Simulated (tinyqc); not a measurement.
Thermal stress, cracking, delamination and buckling of a thin film; Griffith cracks and misfitting inclusions. Inputs raised by 5 %, one at a time. Computed by tinyqc, a small Python program. Command: `OMP_NUM_THREADS=1 python tinyqc.py 3013337 3013338 out.jsonl filmcrack sens`. One thread of a shared host (Intel(R) Xeon(R) Processor @ 2.30GHz), about 0.03 s of CPU time with the checks.

Isotropic linear elasticity; the substrate is much thicker than the film; stress is positive in tension.

Inputs (values chosen for the exercise, for a model film):
```
quantity                          value        unit
film Young's modulus E              369         GPa
film Poisson ratio nu              0.19           -
film expansion alpha_f             7.49      1e-6/K
substrate expansion alpha_s         3.2      1e-6/K
deposition temperature T_d          625           K
final temperature T                 300           K
intrinsic stress                    680         MPa
film thickness h                    2.2  micrometre
substrate Young's modulus E_s       133         GPa
substrate Poisson ratio nu_s       0.27           -
flaw half length a                  3.6  micrometre
substrate surface energy gamma_s    2.1       J/m^2
inclusion radius R                  1.1  micrometre
```

Inclusion: sphere.

Method:
- Thermal strain = (alpha_f - alpha_s)(T_d - T); stress = E/(1 - nu) x strain + intrinsic stress; plane-strain modulus Ebar = E/(1 - nu^2); G0 = stress^2 h/(2 Ebar) is the energy freed per area when a long strip loses its stress across its width.
- Through crack of length 2a in plane strain: K_Ic = sqrt(2 gamma_s E_s/(1 - nu_s^2)); fracture stress = K_Ic/sqrt(pi a). An edge crack of depth a has K larger by 1.1215.
- Film material fills a sphere of radius R in the substrate, with the misfit e = thermal strain (it wants to shrink if e > 0). Radial stress at the wall s0 = e/[(1 - 2 nu)/E + (1 + nu_s)/(2 E_s)]; inside it is uniform and hydrostatic; outside s_rr = s0 (R/r)^3, s_tt = -s_rr/2. Keep-out radius: where |s_rr| falls to 10 MPa (R if it is lower at the wall).

Runs; columns: (1) input moved; (2) from; (3) to; (4) film stress (MPa); (5) G0 (J/m^2); (6) fracture stress, inner crack (MPa); (7) radial stress at the wall s0 (MPa):
```
(1)                                       (2)     (3)     (4)     (5)     (6)     (7)
base run                                    -       -  1315.2  4.9700  230.81  216.01
substrate expansion alpha_s (1e-6/K)      3.2    3.36  1291.5  4.7925  230.81  207.95
deposition temperature T_d (K)            625  656.25  1376.2  5.4423  230.81  236.78
intrinsic stress (MPa)                    680     714  1349.2  5.2303  230.81  216.01
substrate Young's modulus E_s (GPa)       133  139.65  1315.2  4.9700  236.51  223.89
flaw half length a (micrometre)           3.6    3.78  1315.2  4.9700  225.25  216.01
substrate surface energy gamma_s (J/m^2)  2.1   2.205  1315.2  4.9700  236.51  216.01
inclusion radius R (micrometre)           1.1   1.155  1315.2  4.9700  230.81  216.01
```

Exponents ln(y'/y) / ln(x'/x):
```
input                             film stress      G0  fracture stress, inner crack  radial stress at the wall s0
substrate expansion alpha_s            -0.373  -0.745                           0.0                        -0.779
deposition temperature T_d              0.930   1.861                           0.0                         1.882
intrinsic stress                        0.523   1.046                           0.0                         0.000
substrate Young's modulus E_s           0.000   0.000                           0.5                         0.735
flaw half length a                      0.000   0.000                          -0.5                         0.000
substrate surface energy gamma_s        0.000   0.000                           0.5                         0.000
inclusion radius R                      0.000   0.000                           0.0                         0.000
```

Which inputs matter most for each result?

Among the inputs moved here: film stress answers most in size to deposition temperature T_d (exponent +0.930), next to intrinsic stress (+0.523); its exponent is below 0.0005 for substrate Young's modulus E_s, flaw half length a, substrate surface energy gamma_s, inclusion radius R. G0 answers most in size to deposition temperature T_d (exponent +1.861), next to intrinsic stress (+1.046); its exponent is below 0.0005 for substrate Young's modulus E_s, flaw half length a, substrate surface energy gamma_s, inclusion radius R. fracture stress, inner crack answers most in size to substrate Young's modulus E_s (exponent +0.500), and about equally to flaw half length a (-0.500), substrate surface energy gamma_s (+0.500); its exponent is below 0.0005 for substrate expansion alpha_s, deposition temperature T_d, intrinsic stress, inclusion radius R. Its exponent -0.500 in flaw half length a: Griffith's law. Its exponent +0.500 in substrate surface energy gamma_s: Griffith's law. Radial stress at the wall s0 answers most in size to deposition temperature T_d (exponent +1.882), next to substrate expansion alpha_s (-0.779); its exponent is below 0.0005 for intrinsic stress, flaw half length a, substrate surface energy gamma_s, inclusion radius R.
